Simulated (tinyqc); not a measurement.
Capacitance measurement on a leaky thin oxide: effects of series resistance and leakage: one step of the calculation.

The device is a capacitance C in parallel with a leakage conductance G, in series with Rs and Ls. An impedance meter reports either a parallel pair (Cp, Gp) from Y = 1/Z = Gp + i w Cp or a series pair (Cs, Rm) from Z = Rm + 1/(i w Cs); w = 2 pi f, dissipation D = Gp/(w |Cp|).

Task. True capacitance and conductance. EOT = 3.9 tox/eox; CET = EOT + zc + zp; C = 3.9 eps0 A/CET; G = Jg A/Vs.

Values chosen for this exercise; values of the order met in thin-oxide MOS capacitors: relative permittivity of the gate insulator (close to zirconium oxide) eox = 25; insulator thickness tox = 7.8 nm; gate area A = 100 um^2; oxide-equivalent thickness added by the accumulation layer zc = 0.36 nm; oxide-equivalent thickness added by gate depletion zp = 0.1 nm; gate leakage current density, not matched to the thickness Jg = 0.00084 A/cm^2; voltage for an e-fold rise of the leakage Vs = 0.39 V.

Constants: eps0 = 8.8541878128e-14 F/cm where lengths are in cm. Results are converted to the units shown.

Give: EOT; CET; C; G.

Result.

EOT = 1.217 nm
CET = 1.677 nm
C = 2.059 pF
G = 0.002154 uS

Computed by the program tinyqc: `OMP_NUM_THREADS=1 python tinyqc.py 2022136 2022137 out.jsonl`, one thread of a shared Intel Xeon 2.30GHz, about 0.01 s for the whole run.
